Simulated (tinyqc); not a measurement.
Worked calculation: donors with valley-orbit split 1s states. Values are carried at full precision from step to step, so a last printed digit may differ when a step is redone from the rounded ones.

Each donor binds at most one electron, in any of its states. For a site s, W_s = sum over its states of g exp(E/kT), and the ionised share is 1/(1 + W_s exp(eta)), eta = (EF - Ec)/kT; n = Nc F_1/2(eta); neutrality n + NA = ND x (mean ionised share); holes are neglected. Nc from N = 2 (m kB T/(4 pi c))^(3/2) with c = hbar^2/2m0, in 1/angstrom^3; times 1e24 for 1/cm^3, m = md. F_j(eta) = (1/Gamma(j + 1)) integral_0^infinity x^j dx/(1 + exp(x - eta)), which tends to exp(eta) for eta << 0.

Constants: hbar^2/2m0 = 3.80998211 eV angstrom^2; kB = 8.617333262e-05 eV/K.

Values chosen for the exercise (near those of As in Si; the results hold for these values, not for the real material): md = 1.081 m0 (density-of-states mass of the conduction band); E = (54.8, 33.1, 32.9) meV (binding energies of 1s(A1), 1s(T2), 1s(E)); g = (2, 6, 4) (their degeneracies with spin); T = 400 K; ND = 9.2e+17 1/cm^3 (donors); NA = 3.3e+17 1/cm^3 (compensating acceptors, all ionised); mu0 = 66 cm^2/(V s) (mobility at heavy doping); mu1 = 1382 cm^2/(V s) (mobility at light doping and 300 K); Nr = 1e+17 1/cm^3 (reference doping); de = 0.72 (doping exponent); ga = 2.3 (temperature exponent).

## Partition sums of the neutral donor

Give each term g exp(E/kT), W_s, and the effective degeneracy W_s exp(-E_ground/kT).

Nc = 4.3423e+19 1/cm^3

terms: 1s(A1) 9.806, 1s(T2) 15.67, 1s(E) 10.39

W_s: donor 35.869

effective degeneracy: donor 7.316

The ground state alone would give 2 and all states together 12; here the excited states hold 73 % of the bound electrons.

## Neutrality

Solve for eta.

eta = -4.755
n = 3.73e+17 1/cm^3

ionised share: donor 0.764

n is 0.632 of ND - NA.

## Mobility and resistivity

Mobility (Caughey-Thomas form): mu = mu0 + (mu1 (T/300)^(-ga) - mu0)/(1 + ((ND + NA)/Nr)^de); rho = 1/(e n mu), e = 1.602176634e-19 C.

Compare with full ionisation, n = ND - NA.

mu = 156.3 cm^2/(V s)
rho = 0.107 ohm cm
rho at full ionisation = 0.0677 ohm cm

Incomplete ionisation raises rho by a factor 1.58.

## Checks

- n at ND = 1e13 1/cm^3 against the root of n^2 = (Nc/W)(ND - n) (1/cm^3): both 1.000e+13.

tinyqc: `OMP_NUM_THREADS=1 python tinyqc.py 1650864 1650865 out.jsonl`; about 0.01 s, one thread, shared Intel(R) Xeon(R) Processor @ 2.30GHz.
